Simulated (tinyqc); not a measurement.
What moves the results: exchange-split free-electron bands and tunnelling magnetoresistance. A value that a table varies takes the place of the one given here.

Majority and minority bands E = c k^2/m -/+ Dx/2, c = hbar^2/2m0, so k_up = sqrt(m (EF + Dx/2)/c), k_dn = sqrt(m (EF - Dx/2)/c); n_s = k_s^3/(6 pi^2), D_s = m k_s/(4 pi^2 c).

Barrier: kappa = sqrt(mb phi/c), c = hbar^2/2m0. With a = k1/m, b = k2/m, w = kappa/mb, the transmission at normal incidence is T(k1, k2) = 4 a b w^2/[w^2 (a + b)^2 + (w^2 + a^2)(w^2 + b^2) sinh^2(kappa d)]. Parallel: G_P = T(up, up) + T(dn, dn); antiparallel: G_AP = 2 T(up, dn); TMR = (G_P - G_AP)/G_AP. Julliere: TMR = 2 P^2/(1 - P^2). Slonczewski factor: P_eff = P_k (w^2 - a_up a_dn)/(w^2 + a_up a_dn), P_k = (k_up - k_dn)/(k_up + k_dn).

Constants: hbar^2/2m0 = 3.80998211 eV angstrom^2.

Values chosen for the exercise: EF = 4.24 eV (Fermi energy above the mean band bottom); Dx = 6.79 eV (exchange splitting); m = 1.33 m0 (mass in the electrodes); mb = 0.89 m0 (mass in the barrier); d = 10.9 angstrom (barrier thickness); phi = 2.75 eV (barrier height above EF).

## Barrier height

Results:
```
phi (eV)  w (1/angstrom)    P_eff  TMR (%)       G_P
0.20               0.243  -0.3953    35.94    0.0328
0.40               0.343  -0.3100    21.17   0.00632
0.70               0.454  -0.2086     9.10  0.000839
1.0                0.543  -0.1298     3.43  0.000156
1.5                0.665  -0.0313     0.20  1.49e-05
2.0                0.768   0.0406     0.33  2.02e-06
3.0                0.941   0.1385     3.91  6.96e-08
4.0                1.086   0.2021     8.52  4.00e-09
6.0                1.330   0.2797    16.97  3.24e-11
10                 1.717   0.3552    28.89  1.49e-14
```

What does this show?

P_eff vanishes where w^2 = a_up a_dn, at phi = 1.70 eV, inside the table; the lowest TMR listed is 0.20 % at 1.5 eV. TMR is 35.9 % at the lowest barrier and 28.9 % at the highest, against 66.9 % for Julliere with P_k; P_eff tends to +P_k for very high barriers and to -P_k for very low ones. G_P falls by 12.3 decades.

## Barrier thickness

Results:
```
d (angstrom)  kappa d       G_P      G_AP  TMR (%)
1               0.801     0.951     0.820    15.99
2               1.603     0.229     0.216     5.77
3               2.404    0.0477    0.0461     3.43
4               3.206   0.00967   0.00940     2.95
6               4.809  0.000393  0.000382     2.84
8               6.412  1.59e-05  1.55e-05     2.83
10              8.015  6.45e-07  6.27e-07     2.83
13             10.419  5.26e-09  5.11e-09     2.83
16             12.824  4.29e-11  4.17e-11     2.83
20             16.030  7.04e-14  6.85e-14     2.83
```

What does this show, and why?

For thick barriers each angstrom costs a factor exp(2 kappa) = 4.97 in both conductances, and TMR settles at 2.83 % (the interface factor, which vanishes at (kappa/mb)^2 = k_up k_dn/m^2, reduces it below the value from the polarisation of k alone); it is within 0.1 point of that from d = 6 angstrom on. At 1 angstrom it is 15.99 %, where the barrier is thin and the mismatch of k_up and k_dn starts to rule, as it does fully for d -> 0.

## Exchange splitting

Dx takes the listed multiples of 2 EF.

Results:
```
Dx/(2 EF)    k_up    k_dn     P_k    P_eff  TMR (%)
0.10       1.2760  1.1542  0.0501  -0.0007     0.00
0.20       1.3327  1.0882  0.1010  -0.0005     0.00
0.35       1.4136  0.9809  0.1807   0.0031     0.00
0.50       1.4900  0.8603  0.2679   0.0151     0.05
0.65       1.5627  0.7197  0.3693   0.0447     0.40
0.80       1.6322  0.5441  0.5000   0.1176     2.81
0.90       1.6770  0.3847  0.6268   0.2379    12.00
0.97       1.7076  0.2107  0.7803   0.4674    55.89
```

What can be read from the table?

P_k rises from 0.050 to 0.780, and TMR goes from 0.00 % to 55.9 %, not steadily: its largest value is 55.89 % at 0.97 and its smallest 0.00 % at 0.2; P_eff changes sign along the table. At Dx = 2 EF the minority band is empty (a half metal) and G_AP vanishes.

## What moves the magnetoresistance

All results formed anew. Each row changes one parameter from the base and keeps the others.

Results:
```
case                  P_k   P_eff  TMR (%)       G_P
base               0.5007  0.1182     2.83  1.52e-07
Dx = 7.13 eV       0.5455  0.1545     4.89  1.43e-07
EF = 4.664 eV      0.4318  0.0539     0.58  1.67e-07
phi = 3.575 eV     0.5007  0.1780     6.55  1.28e-08
mb = 0.712 m0      0.5007  0.1694     5.91  9.45e-07
d = 12.9 angstrom  0.5007  0.1182     2.83  6.17e-09
m = 1.596 m0       0.5007  0.1603     5.27  1.50e-07
```

How do the results move?

The largest shifts from the base row, up to three for each result and ties (the steps differ in size, so this ranks the rows, not the parameters). P_k: EF -0.0689, Dx +0.0448; unchanged at the printed digits by phi, mb, d and m. P_eff: EF -0.0643, phi +0.0598, mb +0.0512; unchanged at the printed digits by d. TMR (%): phi +3.71, mb +3.07, m +2.44; unchanged at the printed digits by d. G_P: mb +7.93e-07, d -1.46e-07, phi -1.40e-07.

(tinyqc, `OMP_NUM_THREADS=1 python tinyqc.py 1651641 1651642 out.jsonl`, Intel(R) Xeon(R) Processor @ 2.30GHz, 1 thread, shared host, about 0.01 s.)
